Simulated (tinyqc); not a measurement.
Inside a calculation. Method: extended Hueckel theory, for H6. One step of it, computed by the program tinyqc.

Question. Orbitals. Solve H C = S C e through S^(-1/2); fill by pairs from the bottom, a degenerate level sharing its electrons equally; each orbital has its largest coefficient positive (the first on a tie).

H (eV), order 1H 1s, 2H 1s, 3H 1s, 4H 1s, 5H 1s, 6H 1s:
$$\begin{pmatrix}
-13.600000 & -13.130563 & -2.441134 & -0.510955 & -0.052326 & -0.007452 \\
-13.130563 & -13.600000 & -9.367381 & -2.441134 & -0.306840 & -0.052326 \\
-2.441134 & -9.367381 & -13.600000 & -13.130563 & -2.441134 & -0.510955 \\
-0.510955 & -2.441134 & -13.130563 & -13.600000 & -9.367381 & -2.441134 \\
-0.052326 & -0.306840 & -2.441134 & -9.367381 & -13.600000 & -13.130563 \\
-0.007452 & -0.052326 & -0.510955 & -2.441134 & -13.130563 & -13.600000
\end{pmatrix}$$

overlap S, order 1H 1s, 2H 1s, 3H 1s, 4H 1s, 5H 1s, 6H 1s:
$$\begin{pmatrix}
1.000000 & 0.551704 & 0.102569 & 0.021469 & 0.002199 & 0.000313 \\
0.551704 & 1.000000 & 0.393587 & 0.102569 & 0.012892 & 0.002199 \\
0.102569 & 0.393587 & 1.000000 & 0.551704 & 0.102569 & 0.021469 \\
0.021469 & 0.102569 & 0.551704 & 1.000000 & 0.393587 & 0.102569 \\
0.002199 & 0.012892 & 0.102569 & 0.393587 & 1.000000 & 0.551704 \\
0.000313 & 0.002199 & 0.021469 & 0.102569 & 0.551704 & 1.000000
\end{pmatrix}$$

valence electrons = 6

Give: orbital energies; occupations; coefficients; sum of one-electron energies.

Answer.

orbital energies (eV): [-18.7460, -17.4389, -15.0209, -5.7289, 2.7019, 14.3806]

occupations: [2.0000, 2.0000, 2.0000, 0.0000, 0.0000, 0.0000]

coefficients, order 1H 1s, 2H 1s, 3H 1s, 4H 1s, 5H 1s, 6H 1s:
$$\begin{pmatrix}
0.1986 & 0.3753 & 0.4436 & 0.6194 & -0.7058 & 0.4641 \\
0.2853 & 0.3939 & 0.2251 & -0.4048 & 0.8482 & -0.7708 \\
0.3562 & 0.1256 & -0.4276 & -0.5817 & -0.2856 & 1.0306 \\
0.3562 & -0.1256 & -0.4276 & 0.5817 & -0.2856 & -1.0306 \\
0.2853 & -0.3939 & 0.2251 & 0.4048 & 0.8482 & 0.7708 \\
0.1986 & -0.3753 & 0.4436 & -0.6194 & -0.7058 & -0.4641
\end{pmatrix}$$

sum of one-electron energies = -102.4115 eV
